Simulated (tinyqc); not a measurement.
Chemical vapour deposition: Grove model, boundary layer, depletion and step coverage: one step, computed by the program tinyqc.

A precursor diffuses to the surface and reacts there at first order; each molecule that reacts adds one formula unit of film.

Task: Gas-phase and surface constants. k_s = k0 exp(-E/(k_B T)); C_g = Y p/(k_B T), 1 torr = 133.322 Pa; D = D0 (T/273.15)^1.75 (760/p). Temperatures in kelvin are T(C) + 273.15. Mean speed c = sqrt(8 k_B T/(pi M)); reactive sticking probability beta = 4 k_s/c.

Inputs (values chosen for the exercise, close to those used for silicon dioxide from an alkoxysilane):

| quantity | value | unit |
|---|---|---|
| prefactor k0 of k_s | 5.3e+08 | cm/s |
| activation energy E | 1.88 | eV |
| temperature T | 760 | C |
| total pressure p | 110 | torr |
| mole fraction of the precursor Y | 0.013 | - |
| gas diffusivity D0 at 273.15 K and 760 torr | 0.48 | cm^2/s |
| precursor mass M | 208 | u |

Reactor: horizontal, reduced pressure.

Constants: k_B = 1.380649e-23 J/K; u = 1.6605390666e-27 kg; k_B = 8.617333262e-05 eV/K.

Give: surface rate constant k_s; precursor density C_g; gas diffusivity D; mean speed c; sticking probability beta.

Result:

surface rate constant k_s = 0.3577 cm/s

precursor density C_g = 1.337e+16 1/cm^3

gas diffusivity D = 34.02 cm^2/s

mean speed c = 32429 cm/s

sticking probability beta = 4.412e-05
